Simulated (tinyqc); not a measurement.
Worked calculation: coupled-perturbed Hartree-Fock on RHF in the sto-3g basis, for BeH2, spin multiplicity 1. One step of it, computed by the program tinyqc.

Task: Coupled step 2. U_ai = -(mu_ai + sum_bj [4 (ai|bj) - (ab|ij) - (aj|bi)] U_bj) / (e_a - e_i); alpha = -4 sum U_ai mu_ai.

U after step 1:
```
           i1         i2         i3
a4  -0.018356  -2.016709  -0.406105
a5   0.000000   0.000000   0.000000
a6  -0.002052  -0.156445  -0.016987
a7   0.000005   0.015424  -0.103236
```

dipole integrals <a|z|i> (bohr):
```
          i1         i2        i3
a4  0.149264   0.945981  0.174083
a5  0.000000   0.000000  0.000000
a6  0.023848   0.072959  0.002888
a7  0.000929  -0.018906  0.112186
```

orbital energies (hartree): MO1 -4.536074, MO2 -0.412828, MO3 -0.365716, MO4 0.211075, MO5 0.213509, MO6 0.342237, MO7 0.670203

Two-electron integrals over orbitals (pq|rs), unique and non-zero (hartree):
```
(11|11) 2.272029    (21|11) -0.183220   (21|21) 0.023003    (22|11) 0.454578
(22|21) -0.004696   (22|22) 0.393675    (31|11) -0.032309   (31|21) 0.003116
(31|22) -0.004941   (31|31) 0.005487    (32|11) 0.002218    (32|21) -0.002445
(32|22) -0.057511   (32|31) 0.009623    (32|32) 0.137202    (33|11) 0.413115
(33|21) -0.003043   (33|22) 0.361477    (33|31) 0.003056    (33|32) 0.046599
(33|33) 0.422220    (41|11) 0.032831    (41|21) -0.003875   (41|22) 0.002041
(41|31) -0.000732   (41|32) 0.000046    (41|33) 0.001094    (41|41) 0.016074
(42|11) -0.017964   (42|21) 0.001106    (42|22) 0.006200    (42|31) 0.000164
(42|32) -0.002188   (42|33) 0.006796    (42|41) 0.014163    (42|42) 0.046613
(43|11) -0.004657   (43|21) 0.000240    (43|22) -0.003456   (43|31) -0.000094
(43|32) 0.010853    (43|33) 0.005546    (43|41) 0.002552    (43|42) 0.005892
(43|43) 0.014560    (44|11) 0.566798    (44|21) -0.007157   (44|22) 0.350856
(44|31) -0.001207   (44|32) 0.000602    (44|33) 0.330970    (44|41) -0.004135
(44|42) -0.022628   (44|43) -0.005071   (44|44) 0.450956    (51|51) 0.015741
(52|51) 0.014667    (52|52) 0.046183    (53|51) 0.002645    (53|52) 0.005929
(53|53) 0.013150    (54|51) -0.002683   (54|52) -0.007151   (54|53) -0.001390
(54|54) 0.025049    (55|11) 0.569186    (55|21) -0.007066   (55|22) 0.351722
(55|31) -0.001206   (55|32) 0.000553    (55|33) 0.330773    (55|41) 0.001081
(55|42) -0.008927   (55|43) -0.002429   (55|44) 0.400364    (55|55) 0.449859
(61|11) -0.189576   (61|21) 0.024010    (61|22) -0.005999   (61|31) 0.004823
(61|32) 0.000644    (61|33) -0.002383   (61|41) -0.001802   (61|42) 0.003127
(61|43) 0.000568    (61|44) -0.006560   (61|55) -0.005671   (61|61) 0.025967
(62|11) 0.133399    (62|21) -0.005710   (62|22) -0.018457   (62|31) -0.000441
(62|32) 0.017648    (62|33) -0.033200   (62|41) 0.003097    (62|42) -0.004108
(62|43) -0.000091   (62|44) 0.062861    (62|55) 0.066569    (62|61) -0.004574
(62|62) 0.080107    (63|11) 0.038426    (63|21) -0.001203   (63|22) 0.031748
(63|31) -0.000351   (63|32) -0.082811   (63|33) -0.039269   (63|41) 0.000589
(63|42) -0.000200   (63|43) -0.010481   (63|44) 0.019033    (63|55) 0.019959
(63|61) -0.001087   (63|62) 0.008974    (63|63) 0.090671    (64|11) 0.016694
(64|21) 0.000220    (64|22) 0.001607    (64|31) -0.000103   (64|32) -0.001108
(64|33) -0.004994   (64|41) 0.014953    (64|42) 0.040749    (64|43) 0.008132
(64|44) -0.000919   (64|55) 0.007281    (64|61) 0.002575    (64|62) 0.018284
(64|63) 0.005619    (64|64) 0.045943    (65|51) 0.015847    (65|52) 0.044797
(65|53) 0.009143    (65|54) -0.004382   (65|65) 0.047936    (66|11) 0.458574
(66|21) -0.006639   (66|22) 0.367937    (66|31) -0.000019   (66|32) 0.013060
(66|33) 0.388989    (66|41) 0.006426    (66|42) 0.018525    (66|43) 0.005049
(66|44) 0.346665    (66|55) 0.350461    (66|61) -0.005366   (66|62) -0.020554
(66|63) -0.015371   (66|64) 0.011096    (66|66) 0.396189    (71|11) -0.013193
(71|21) 0.003458    (71|22) 0.006090    (71|31) -0.008837   (71|32) -0.015962
(71|33) -0.005993   (71|41) -0.000123   (71|42) 0.000139    (71|43) 0.000432
(71|44) -0.000353   (71|55) -0.000290   (71|61) 0.000750    (71|62) -0.001016
(71|63) -0.000632   (71|64) 0.000366    (71|66) -0.002324   (71|71) 0.017744
(72|11) 0.034664    (72|21) -0.000287   (72|22) -0.015957   (72|31) -0.004584
(72|32) 0.037273    (72|33) 0.007108    (72|41) 0.000188    (72|42) -0.004177
(72|43) 0.008593    (72|44) 0.015721    (72|55) 0.016022    (72|61) -0.001487
(72|62) 0.026235    (72|63) -0.056754   (72|64) 0.002278    (72|66) -0.000279
(72|71) 0.008136    (72|72) 0.061527    (73|11) -0.146636   (73|21) 0.003920
(73|22) -0.001245   (73|31) -0.000439   (73|32) -0.002680   (73|33) 0.016861
(73|41) -0.000095   (73|42) 0.012091    (73|43) 0.003821    (73|44) -0.068631
(73|55) -0.069569   (73|61) 0.003315    (73|62) -0.073142   (73|63) -0.026041
(73|64) -0.009747   (73|66) 0.018709    (73|71) 0.002076    (73|72) -0.013331
(73|73) 0.083929    (74|11) 0.000577    (74|21) -0.000318   (74|22) -0.007525
(74|31) 0.001728    (74|32) 0.019504    (74|33) 0.007389    (74|41) 0.001147
(74|42) 0.005364    (74|43) -0.010643   (74|44) -0.000655   (74|55) 0.000048
(74|61) 0.000395    (74|62) 0.003129    (74|63) -0.013143   (74|64) 0.001917
(74|66) 0.003198    (74|71) -0.003018   (74|72) 0.004460    (74|73) -0.000542
(74|74) 0.019999    (75|51) 0.001216    (75|52) 0.005853    (75|53) -0.012265
(75|54) -0.000387   (75|65) 0.002385    (75|75) 0.017159    (76|11) -0.001947
(76|21) 0.001793    (76|22) 0.049632    (76|31) -0.009186   (76|32) -0.126864
(76|33) -0.049117   (76|41) 0.000404    (76|42) 0.003142    (76|43) -0.012535
(76|44) 0.000213    (76|55) 0.000665    (76|61) -0.001017   (76|62) -0.013832
(76|63) 0.087103    (76|64) 0.002675    (76|66) -0.016072   (76|71) 0.015522
(76|72) -0.046174   (76|73) 0.000089    (76|74) -0.017623   (76|76) 0.130739
(77|11) 0.540567    (77|21) -0.006969   (77|22) 0.403717    (77|31) -0.002403
(77|32) -0.021725   (77|33) 0.403422    (77|41) 0.001071    (77|42) 0.001835
(77|43) -0.001706   (77|44) 0.375923    (77|55) 0.375350    (77|61) -0.007369
(77|62) -0.018356   (77|63) 0.011785    (77|64) -0.003592   (77|66) 0.402993
(77|71) 0.001330    (77|72) -0.009051   (77|73) -0.005760   (77|74) -0.002619
(77|76) 0.016518    (77|77) 0.450746
```

Give: U after step 2; polarisability.

Result:

U after step 2:
```
        i1      i2      i3
a4  -0.011  -2.186  -0.444
a5   0.000   0.000   0.000
a6  -0.001  -0.175  -0.021
a7   0.000   0.014  -0.099
```

polarisability = 8.683 bohr^3
